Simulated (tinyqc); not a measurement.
MOSFET in saturation, small-signal circuit and noise: one step of the calculation.

Bias by the inversion coefficient IC = I/Ispec (charge-based model with velocity saturation; weak inversion below 0.1, strong above 10). Common-source circuit: gm, gds, Cgs, Cgd and Cj at the inner nodes, Rg in series with the gate; quasi-static, no source or drain resistance, no gate-body capacitance, no substrate network, no induced gate noise, so fmax is an upper estimate.

Question. Admittance matrix. Inner admittances at w = 2 pi f: y11 = i w (Cgs + Cgd), y12 = -i w Cgd, y21 = gm - i w Cgd, y22 = gds + i w (Cgd + Cd). Invert to Z, add Rg to Z11 and invert back to Y.

Parameters, values chosen for the exercise: signal frequency f = 2 GHz.

gm = 0.28854906 mS
gds = 0.012984708 mS
Cgs = 4.2842386 fF
Cgd = 1.75 fF
Cd = 3.25 fF
Rg = 50.256410 ohm

Wanted: inner y; Y with Rg.

Answer.

inner y (mS):

|  | 1 | 2 |
|---|---|---|
| 1 | 0.00000+0.07583i | 0.00000-0.02199i |
| 2 | 0.28855-0.02199i | 0.01298+0.06283i |

Y with Rg (mS):

|  | 1 | 2 |
|---|---|---|
| 1 | 0.00029+0.07583i | -0.00008-0.02199i |
| 2 | 0.28846-0.02309i | 0.01301+0.06315i |

tinyqc, about 0.01 s, one thread, Intel Xeon 2.30GHz (shared host): `OMP_NUM_THREADS=1 python tinyqc.py 2150116 2150117 out.jsonl`
